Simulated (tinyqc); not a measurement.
Van der Pauw, Hall and four-point-probe measurements on a doped layer: two steps of the calculation.

A uniform p-type layer with sheet resistance Rs = 1/(q ns mu), point contacts, low field (mu B small).

Inputs (values chosen for the exercise): sheet density of the layer ns = 4e13 cm^-2; drift mobility mu = 40 cm^2/(V s); Hall factor rH = 1.1; magnetic field B = 0.55 T; current I = 100 uA; side ratio a/b of a rectangular sample with corner contacts ar = 1.84; thickness of the layer t = 15 nm.

Constants: q = 1.602176634e-19 C. Results are converted to the units shown.

Problem 1. Resistances and Hall voltage. Rs = 1/(q ns mu). For a rectangle with contacts at the corners, RA = (8 Rs/pi) sum_(k>=0) ln coth((2k + 1) pi a/(2 b)) with current along a short side b and voltage along the opposite one, RB the same with a and b exchanged; Hall voltage VH = rH B I/(q ns), negative for electrons.

Wanted: Rs; RA; RB; VH.

Solution 1.

Rs = 3900.9 ohm/square
RA = 61.333 ohm
RB = 3765.5 ohm
VH = 0.94403 mV

RB/RA = 61.4; for a square both equal Rs ln 2/pi = 861 ohm.

Problem 2. Sheet density, mobility and bulk values. Rs = 1/z; Hall sheet density B I/(q |VH|); Hall mobility |VH|/(Rs B I); true values ns = rH times the Hall density, mu = Hall mobility/rH; bulk density ns/t, resistivity Rs t; correction factor F = Rs/[(pi/ln 2)(RA + RB)/2].

converged z = 0.25634826 mS
VH = 0.94402825 mV
RA = 61.332796 ohm
RB = 3765.5121 ohm

Find: Rs; Hall sheet density; Hall mobility; ns; mu; bulk density; resistivity; F.

Solution 2.

Rs = 3900.9 ohm/square
Hall sheet density = 3.6364e13 cm^-2
Hall mobility = 44.000 cm^2/(V s)
ns = 4.0000e13 cm^-2
mu = 40.000 cm^2/(V s)
bulk density = 2.6667e19 cm^-3
resistivity = 0.0058514 ohm cm
F = 0.44982

Numbers from tinyqc (`OMP_NUM_THREADS=1 python tinyqc.py 2850191 2850192 out.jsonl`; about 0.01 s on one thread of a shared Intel Xeon 2.30GHz).
